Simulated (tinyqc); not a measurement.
# Changing the tail density at the edge g_t

Model: field-effect mobility of a thin-film transistor with band-tail and deep states (multiple trapping). Computed by tinyqc, a small Python program. Command: `OMP_NUM_THREADS=1 python tinyqc.py 3016466 3016467 out.jsonl tft sweep`. One thread of a shared host (Intel(R) Xeon(R) Processor @ 2.30GHz), about 0.08 s of CPU time with the checks.

A thick film in accumulation at small drain voltage. Only free electrons move; trapped ones still screen the gate. N_c and mu_0 are held fixed when T changes, leaving out the T^(3/2) growth of N_c. x = E_0 - psi is the distance of the Fermi level below the band edge.

Inputs (values chosen for the exercise, modelled on amorphous silicon):

| quantity | value | unit |
|---|---|---|
| permittivity eps | 11.8 | - |
| effective density of states N_c | 2e+20 | 1/cm^3 |
| band mobility mu_0 | 11 | cm^2/(V s) |
| tail width E_t | 40 | meV |
| deep-state density g_d | 1.7e+17 | 1/(eV cm^3) |
| flat-band Fermi level below the edge, E_0 | 0.53 | eV |
| equivalent oxide thickness t | 75 | nm |
| surface band bending psi_s as a fraction of E_0 | 0.95 | - |
| temperature T | 200 | K |

Deep states: included.

Constants: k_B = 8.617333262e-05 eV/K; e = 1.602176634e-19 C; eps_0 = 8.8541878128e-12 F/m.

Method:
- F_j(eta) = int_0^infinity x^j/(1 + exp(x - eta)) dx, without a gamma-function factor.
- Integrals over x = E/(k_B T) use 160 Gauss-Legendre points in u = sqrt(x) from 0 to sqrt(max(eta, 0) + 32).
- Free n(x) = N_c (2/sqrt(pi)) F_1/2(-x/k_B T), with F_1/2 from its two-term series in exp(-x/k_B T) for x >= 12 k_B T; tail n_t(x) = int_0^1.2eV g_t exp(-E/E_t)/(1 + exp((x - E)/k_B T)) dE, E counted down from the edge, 120 Gauss-Legendre points; deep charge g_d psi; space charge rho(psi) = n + n_t + g_d psi less its value at psi = 0.
- Poisson: F(psi) = sqrt((2 e/(eps eps_0)) int_0^psi rho dpsi'); V_G - V_FB = psi_s + eps F(psi_s) t/3.9; free sheet density N_f = int (n - n(E_0))/F dpsi; induced sheet density N_i = eps eps_0 F(psi_s)/e; trapezoid rule on 301 even points in psi, the first interval left out of N_f.
- mu_eff = mu_0 N_f/N_i; field-effect mobility mu_FE = mu_0 e (dN_f/dV_G)/C_ox and swing S = dV_G/dlog10(N_f), by a central difference of +/- 2 mV in psi_s; C_ox = 3.9 eps_0/t.

One run for each value:

| tail density at the edge g_t (1/(eV cm^3)) | effective mobility mu_eff (cm^2/(V s)) | V_G - V_FB (V) | swing S (mV/decade) | induced sheet density N_i (1/cm^2) |
|---|---|---|---|---|
| 5.60e+19 | 8.2439 | 11.706 | 20069 | 3.2193e+12 |
| 1.50e+20 | 6.9894 | 12.372 | 18949 | 3.4107e+12 |
| 4.00e+20 | 5.0415 | 13.985 | 17533 | 3.8741e+12 |
| 1.10e+21 | 2.8733 | 17.714 | 16845 | 4.9458e+12 |
| 2.90e+21 | 1.3741 | 24.804 | 18465 | 6.9833e+12 |
| 7.80e+21 | 0.5689 | 37.810 | 23993 | 1.0721e+13 |
| 2.10e+22 | 0.2207 | 60.087 | 35314 | 1.7122e+13 |
| 5.60e+22 | 0.0841 | 96.801 | 55160 | 2.7673e+13 |

Over the rows, effective mobility mu_eff (cm^2/(V s)) falls from 8.24 to 0.0841 (exponent d ln y / d ln x -0.17 between the first rows and -0.98 between the last); V_G - V_FB (V) rises from 11.7 to 96.8 (exponent d ln y / d ln x 0.056 between the first rows and 0.49 between the last); swing S (mV/decade) goes from 20100 through a minimum among these rows, 16800 at 1.10e21, to 55200. At the high end the exponent of effective mobility mu_eff is -0.98, close to -1: the tail holds nearly all the charge. At the high end the exponent of induced sheet density N_i is 0.49, close to 0.50: the field grows as the square root of the space charge.

Caution (rows 2.10e22, 5.60e22): the oxide field exceeds 5 MV/cm, near the limit of use.

Extremes, crossings and ranges named in words are read from the listed rows.
